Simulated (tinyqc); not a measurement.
Two mixing rules: virtual-crystal alloy in the empirical-pseudopotential method.

Empirical pseudopotential on the fcc lattice, atoms at +/- tau, tau = a (1,1,1)/8, no spin-orbit coupling. H(G,G') = c (2 pi/a)^2 |k + G|^2 delta + VS(q) cos(q.tau) + i VA(q) sin(q.tau), q = G - G', c = hbar^2/2m0; k and G in units of 2 pi/a; VS at |q|^2 = 3, 8, 11 and VA at 3, 4, 11, in rydberg, zero elsewhere. At each k the basis holds all G with |k + G|^2 up to 16; energies are counted from the fourth level at Gamma.

Virtual crystal A(1-x)B(x): a = (1 - x) a_A + x a_B. Rule linear: V = (1 - x) V_A + x V_B. Rule volume: V = [(1 - x) a_A^3 V_A + x a_B^3 V_B]/a^3, since a form factor is an atomic potential divided by the cell volume.

Constants: hbar^2/2m0 = 3.80998211 eV angstrom^2; Ry = 13.60569312 eV.

Inputs chosen for the exercise (classic local form factors of the size used for GaAs (A) and GaP (B), which place X and L only to a few tenths of an eV; the results hold for these values, not for the real material):
```
symbol  value                  unit      meaning
a       (5.644, 5.441)         angstrom  lattice constants of A, B
VSA     (-0.227, 0.009, 0.06)  Ry        symmetric form factors of A
VAA     (0.072, 0.05, 0.011)   Ry        antisymmetric form factors of A
VSB     (-0.218, 0.03, 0.069)  Ry        symmetric form factors of B
VAB     (0.12, 0.072, 0.02)    Ry        antisymmetric form factors of B
```

Gaps from the valence top to the fifth band at Gamma, at L = (1/2,1/2,1/2) and at the lowest of k = (f,0,0), f = 0.70, 0.75, ..., 1.00. Both rules agree at the ends.

Gaps (eV):
```
x,"Gamma, linear","Delta/X, linear","L, linear","Gamma, volume","Delta/X, volume","L, volume"
0.25,1.716,1.777,1.855,1.689,1.765,1.833
0.50,2.031,1.878,2.097,1.998,1.861,2.068
0.75,2.318,1.977,2.327,2.294,1.964,2.306
```

What can be read from this table?

At x = 0.5 the volume rule moves Gamma by -34 meV, Delta/X by -16 meV and L by -28 meV, that is the bowing by -4 times these; the lattice constants differ by 3.6 %, and the rules would coincide for equal ones.

Computed by tinyqc, a small Python program: `OMP_NUM_THREADS=1 python tinyqc.py 1080319 1080320 out.jsonl` (the numbers bound the seed that draws the inputs); one thread of a shared host (Intel(R) Xeon(R) Processor @ 2.30GHz), about 0.2 s for the whole set of steps.
